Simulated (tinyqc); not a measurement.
Electron-beam lithography: double-Gaussian proximity function, edge placement and dose correction for parallel lines: one step, computed by the program tinyqc.

Lines are infinitely long. Absorbed energy is counted so that the middle of a very large area written at dose 1 receives 1; the resist develops where it exceeds 1/2.

Problem. Shot noise and writing time. With dose = d_s D0: electrons per pixel N = dose x pixel area/e; relative noise 1/sqrt(N); time per cm^2 of pattern area = dose x density/current; pixel rate = current/(dose x pixel area).

Inputs (values chosen for the exercise, of the order of those for 10 keV electrons in resist on silicon): beam current = 0.34 nA; pixel size = 5 nm; pattern density around the test line = 0.18.

dose = 373.4072 microcoulomb/cm^2

Constants: e = 1.602176634e-19 C.

Give: electrons per pixel; shot noise; writing time per cm^2; pixel rate.

Solution.

electrons per pixel = 582.7

shot noise = 4.143 %

writing time per cm^2 = 54.91 h

pixel rate = 3.642 MHz
